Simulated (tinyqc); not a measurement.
Spin coating of a resist or spin-on film: centrifugal thinning, evaporation and the final thickness (Emslie and Meyerhofer models): one step, computed by the program tinyqc. Command: `OMP_NUM_THREADS=1 python tinyqc.py 3112940 3112941 out.jsonl spincoat walk`. One thread of a shared host (Intel(R) Xeon(R) Processor @ 2.30GHz), about 0.07 s of CPU time with the checks.

A Newtonian film stays uniform over the wafer; solvent and solids have the same density and the concentration is uniform through the thickness.

Task: Rates. omega = 2 pi f/60; nu(c) = nu_s + k c^gamma; evaporation rate e = e0 sqrt(f/1000 rpm). Flow constant K = 2 omega^2/(3 nu(c0)); Reynolds number of the air omega R^2/nu_air with nu_air = 15 mm^2/s.

Inputs (values chosen for the exercise, of the order of those of a polymer resist in an ester solvent):
```
quantity                                 value          unit
solids volume fraction c0                 0.17             -
kinematic viscosity of the solvent nu_s   0.92        mm^2/s
viscosity constant k                      1900        mm^2/s
viscosity exponent gamma                   2.3             -
spin speed f                              2000           rpm
evaporation rate at 1000 rpm e0          0.052  micrometre/s
wafer radius R                             100            mm
```

Give: omega; nu(c0); evaporation rate e; flow constant K; Reynolds number of the air.

Result:

omega = 209.4 1/s

nu(c0) = 33.19 mm^2/s

evaporation rate e = 0.07354 micrometre/s

flow constant K = 8.811e-04 1/(micrometre^2 s)

Reynolds number of the air = 1.396e+05
